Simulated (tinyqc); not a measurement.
Inside a calculation. Method: Hueckel theory of the pi electrons with the omega technique, for the molecule NC1=CC=C1C=O (SMILES; centres numbered as the heavy atoms are written). One step of it, computed by the program tinyqc.

Problem. Energy, charges, bond orders. E = sum n x; q_r = z_r - P_rr; bond order p = P_rs; free valence = sqrt(3) - sum of p over the bonds of the atom.

final x values: [2.458391, 1.735109, 1.318079, 0.129835, 0.009389, -0.982067, -2.168736]

occupations: [2.000000, 2.000000, 2.000000, 2.000000, 0.000000, 0.000000, 0.000000]

final P, order 1N, 2C, 3C, 4C, 5C, 6C, 7O:
$$\begin{pmatrix}
1.759174 & 0.552196 & -0.058738 & -0.319730 & -0.087883 & -0.047013 & 0.055878 \\
0.552196 & 0.604563 & 0.417658 & 0.403557 & 0.425900 & 0.054690 & -0.130502 \\
-0.058738 & 0.417658 & 1.143748 & 0.723779 & -0.223755 & -0.372682 & 0.297714 \\
-0.319730 & 0.403557 & 0.723779 & 0.706374 & 0.350911 & -0.025211 & -0.032675 \\
-0.087883 & 0.425900 & -0.223755 & 0.350911 & 1.203753 & 0.694525 & -0.337344 \\
-0.047013 & 0.054690 & -0.372682 & -0.025211 & 0.694525 & 0.944829 & 0.608163 \\
0.055878 & -0.130502 & 0.297714 & -0.032675 & -0.337344 & 0.608163 & 1.637560
\end{pmatrix}$$

Centres:
```
centre  z_r, pi electrons of the neutral centre         h
1N                                            2  1.500000
2C                                            1  0.000000
3C                                            1  0.000000
4C                                            1  0.000000
5C                                            1  0.000000
6C                                            1  0.000000
7O                                            1  1.000000
```

Bonds:
```
i  j         k
1  2  0.800000
2  3         1
3  4         1
4  5         1
5  6         1
6  7         1
5  2         1
```

Give: pi energy = 8 alpha + this times beta; pi charges; Bond orders and lengths from R = 1.517 - 0.180 p; free valence of the carbons; gap between the highest filled and the next level.

Solution.

pi energy = 8 alpha + this times beta = 11.283

pi charges: 1N 0.241, 2C 0.395, 3C -0.144, 4C 0.294, 5C -0.204, 6C 0.055, 7O -0.638

Bond orders and lengths from R = 1.517 - 0.180 p (angstrom, C-C alone):
```
bond      p      R
1-2   0.552      -
2-3   0.418  1.442
3-4   0.724  1.387
4-5   0.351  1.454
5-6   0.695  1.392
6-7   0.608      -
5-2   0.426  1.440
```

free valence of the carbons: 2C 0.336, 3C 0.591, 4C 0.657, 5C 0.261, 6C 0.429

gap between the highest filled and the next level = 0.120 |beta|
